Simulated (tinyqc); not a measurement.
Floating body of a partially depleted SOI transistor: body voltage and kink: one step of the calculation.

Source at 0 V. Channel current Ic = 2 nf K Vt^2 [F(0) - F(Vd)](1 + la Vd), F(V) = ln^2(1 + exp((Vg - VT - nf V)/(2 nf Vt))), VT = VT0 - gb Vb. Saturation voltage Vs = 2 Vt sqrt(F(0)) + 3 Vt, excess Ve = (Vd - Vs + sqrt((Vd - Vs)^2 + 0.0004 V^2))/2, multiplication M1 = Ai Ve exp(-Bl/Ve). Each junction passes D(v) = J1 (exp(v/Vt) - 1) + J2 (exp(v/(2 Vt)) - 1). Bipolar current Ib = bb J1 (exp(Vb/Vt) - 1). The body settles where M1 (Ic + Ib) = D(Vb) + D(Vb - Vd) + Vb/Rb; drain current Id = (1 + M1)(Ic + Ib) - D(Vb - Vd).

Task. Drain current with floating and with grounded body. Id and VT at the converged Vb, Id at Vb = 0, their ratio, and the bipolar share Ib/(Ic + Ib).

Parameters, values chosen for the exercise; values of the order met in partially depleted silicon-on-insulator transistors:
```
symbol,value,unit,meaning
T,300,K,temperature
VT0,0.51,V,threshold at zero body voltage
gb,0.11,,fall of the threshold per volt of body voltage
nf,1.16,,slope factor
K,450,uA/(V^2 um),gain factor per width
la,0.04,1/V,channel-length modulation factor
Ai,3.27,1/V,impact-ionisation prefactor
Bl,8.9,V,impact-ionisation voltage
J1,4e-13,uA/um,diffusion saturation current of each junction
J2,1.1e-9,uA/um,recombination saturation current of each junction
bb,1,,gain of the lateral bipolar transistor on the diffusion current
Rb,1e9,kohm um,"resistance of a weak body tie to the source (1e9 stands for no tie, and the term is then dropped)"
Vg,0.8,V,gate voltage
Vd,1.7,V,drain voltage
```

Constants: q = 1.602176634e-19 C, kB = 1.380649e-23 J/K, Vt = kB T/q. Results are converted to the units shown.

converged Vb = 0.68542341 V

Find: VT; Id, floating; Id, grounded; ratio; bipolar share.

Result.

VT = 0.4346 V
Id, floating = 27.94 uA/um
Id, grounded = 17.60 uA/um
ratio = 1.588
bipolar share = 0.4704 %

The body rises to 0.685 V and lowers the threshold by 75.4 mV.

Range of the model: The multiplication law is an empirical form chosen for the exercise; self-heating and capacitive coupling to the body are left out, and the linear laws are rough once Vb passes about 0.7 V or M1 about 0.1.

tinyqc, about 0.2 s, one thread, Intel Xeon 2.30GHz (shared host): `OMP_NUM_THREADS=1 python tinyqc.py 2182148 2182149 out.jsonl`
